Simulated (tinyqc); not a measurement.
Rapid thermal processing of a wafer: radiative balance, ramp and cooling, pattern effects, pyrometer error and spike budget: one step, computed by the program tinyqc.

The wafer is opaque and uniform through its thickness unless said otherwise; temperatures in formulas are in kelvin (C + 273.15). sigma = 5.670374419e-12 W/(cm^2 K^4).

Question. Power to hold and to ramp. Effective emissivity between parallel grey plates: eps_eff = 1/(1/eps + 1/(1 - r) - 1). Loss per area q(T) = 2 eps_eff sigma (T^4 - T_w^4) + h (T - T_w). Absorbed power during a ramp = q(T) + C d x ramp rate; thermal time constant tau = C d/(dq/dT), dq/dT = 8 eps_eff sigma T^3 + h; natural cooling rate q/(C d); front-to-back difference under one-sided heating at the end of the ramp = (absorbed power) d/(2 k).

Inputs (values chosen for the exercise, modelled on a hot silicon wafer):
```
quantity                                              value         unit
wafer thickness d                                       625   micrometre
heat capacity per volume C                             2.12   J/(cm^3 K)
thermal conductivity k                                 0.29     W/(cm K)
emissivity eps of each face                            0.59            -
reflectivity of the chamber walls r                    0.28            -
gas heat-transfer coefficient h, both faces together    6.8  mW/(cm^2 K)
wall temperature T_w                                    500            K
process temperature                                     932            C
ramp rate                                                77          K/s
```

Give: eps_eff; holding power q; power at the end of the ramp; dq/dT; time constant tau; natural cooling rate; front-to-back difference.

Answer.

eps_eff = 0.4799

holding power q = 15.94 W/cm^2

power at the end of the ramp = 26.14 W/cm^2

dq/dT = 44.90 mW/(cm^2 K)

time constant tau = 2.951 s

natural cooling rate = 120.3 K/s

front-to-back difference = 2.817 K

Radiation carries 70 % of the loss. The ramp needs 1.6 times the holding power.
